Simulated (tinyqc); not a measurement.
Harmonic transition-state theory with quantum, tunnelling and friction corrections: one step, computed by the program tinyqc.

One atom hops between equivalent sites; three modes at the minimum and two real modes at the saddle are treated as harmonic, the rest of the crystal as unchanged; melting is ignored, so hot rows may lie above the melting point.

Problem. Tunnelling factors. With u = h nu_b/(k_B T): Wigner factor 1 + u^2/24; parabolic barrier (Bell) (u/2)/sin(u/2), valid above T_c = h nu_b/(2 pi k_B); symmetric Eckart barrier: kappa = int_0^infinity P(E) exp(-(E - E_b)/(k_B T)) dE/(k_B T), P = (cosh 2a - 1)/(cosh 2a + cosh 2d), a = alpha sqrt(E/E_b), alpha = 2 pi E_b/(h nu_b), 2d = 2 sqrt(alpha^2 - pi^2/4).

Inputs (values chosen for the exercise, modelled on interstitial hydrogen in silicon): barrier E_b = 0.469 eV; imaginary frequency at the saddle nu_b = 27.2 THz; temperature T = 356 K.

Lattice of sites: three-dimensional.

Constants: h x 1 THz = 4.135667696 meV; k_B = 8.617333262e-05 eV/K.

Give: u; crossover temperature T_c; Wigner factor; Bell factor; Eckart factor.

Solution.

u = 3.667

crossover temperature T_c = 207.8 K

Wigner factor = 1.560

Bell factor = 1.899

Eckart factor = 1.867

T/T_c = 1.71: tunnelling near the top of the barrier speeds the rate.
